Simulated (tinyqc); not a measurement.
Cahn-Hilliard equation on a periodic one-dimensional grid: one step, computed by the program tinyqc. Command: `OMP_NUM_THREADS=1 python tinyqc.py 3020251 3020252 out.jsonl cahn walk`. One thread of a shared host (Intel(R) Xeon(R) Processor @ 2.30GHz), about 0.4 s of CPU time with the checks.

Free energy F = h sum_j [A (c_j^2 - 1)^2/4 + (kappa/2) ((c_(j+1) - c_j)/h)^2]; dc/dt = Lap(mu), mu = A (c^3 - c) - kappa Lap(c), Lap(y)_j = (y_(j+1) - 2 y_j + y_(j-1))/h^2, mobility 1; the grid has n = 16 points.

Task: The first step. Start: c_j = c0 + amplitude x (z_j - mean of z). c(new) = c + dt Lap(mu).

Inputs (values chosen for the exercise, in reduced units):
```
quantity,value,unit
spacing h,0.91,-
well depth A,1.2,-
gradient coefficient kappa,1.4,-
mean composition c0,0.074,-
noise amplitude,0.05,-
time step dt,0.018,-
```

Scheme: explicit Euler.

random numbers: [0.686, 0.090, 0.527, 0.908, 0.042, -0.331, -0.294, 0.293, 0.889, -0.842, -0.437, 0.427, -0.942, 0.614, 0.432, 0.511]

Give: c at the start; mu at the start; c after one step; F at the start; F after one step.

Result:

c at the start: [0.1003, 0.0705, 0.0923, 0.1114, 0.0681, 0.0494, 0.0513, 0.0806, 0.1104, 0.0239, 0.0441, 0.0873, 0.0189, 0.0967, 0.0876, 0.0915]

mu at the start: [-0.0539, -0.1715, -0.1051, -0.0266, -0.1230, -0.0938, -0.1078, -0.0969, 0.0658, -0.2092, -0.0916, 0.0848, -0.2699, 0.0320, -0.1263, -0.1170]

c after one step: [0.0963, 0.0745, 0.0926, 0.1076, 0.0708, 0.0485, 0.0518, 0.0839, 0.1009, 0.0324, 0.0454, 0.0758, 0.0331, 0.0867, 0.0912, 0.0927]

F at the start = 4.334

F after one step = 4.327
